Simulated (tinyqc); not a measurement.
## Voltage acceleration of oxide breakdown, four models on the same data: effect of the use temperature

Field E = V/tox in MV/cm. Models: ln(t63/1 s) = a - c X with X = E (E model), -1/E (1/E model), ln V (power law, c the exponent n) or sqrt(E).

With a and c fitted to the stress data, the voltage for ten years solves a - c X + ln(temperature factor times ks) = ln 3.15576e8; temperature factor exp[(Ea q/kB)(1/Tu - 1/Ts)].

Values chosen for this exercise:

| symbol | value | unit | meaning |
|---|---|---|---|
| tox | 6 | nm | oxide thickness |
| Ts | 423 | K | stress temperature |
| Ea | 0.59 | eV | activation energy |
| ks | 3.7e-5 |  | factor for area and percentile |

Constants: q = 1.602176634e-19 C, kB = 1.380649e-23 J/K. Results are converted to the units shown.

| model | c | a |
|---|---|---|
| E | 3.72377 | 40.1143 |
| 1/E | 307.307 | -28.2803 |
| power | 34.1005 | 63.7410 |
| sqrt E | 22.5820 | 74.1643 |

Results:

| Tu (K) | temperature factor | V for ten years, E (V) | V for ten years, 1/E (V) | V for ten years, power (V) | V for ten years, sqrt E (V) |
|---|---|---|---|---|---|
| 273 | 7284 | 3.099 | 3.751 | 3.514 | 3.340 |
| 298 | 888.4 | 2.760 | 3.597 | 3.304 | 3.082 |
| 328 | 108.6 | 2.421 | 3.455 | 3.107 | 2.834 |
| 358 | 18.89 | 2.140 | 3.345 | 2.951 | 2.636 |
| 398 | 2.764 | 1.830 | 3.233 | 2.790 | 2.426 |
| 423 | 1.000 | 1.666 | 3.176 | 2.708 | 2.318 |

Estimate the missing row, Tu = 378 K.

Computed row:

| Tu (K) | temperature factor | V for ten years, E (V) | V for ten years, 1/E (V) | V for ten years, power (V) | V for ten years, sqrt E (V) |
|---|---|---|---|---|---|
| 378 | 6.868 | 1.976 | 3.285 | 2.865 | 2.524 |

With this row back in the table: The temperature factor falls from 7280 to 1.00, and the allowed voltage by 46.2 % in the E model and 15.3 % in the 1/E model: the steeper a model is near use conditions, the less voltage a given factor in time costs.

Range of the model: All four laws are empirical fits; none is established far below the stress range.

Numbers from tinyqc (`OMP_NUM_THREADS=1 python tinyqc.py 2070149 2070150 out.jsonl`; about 0.01 s on one thread of a shared Intel Xeon 2.30GHz).
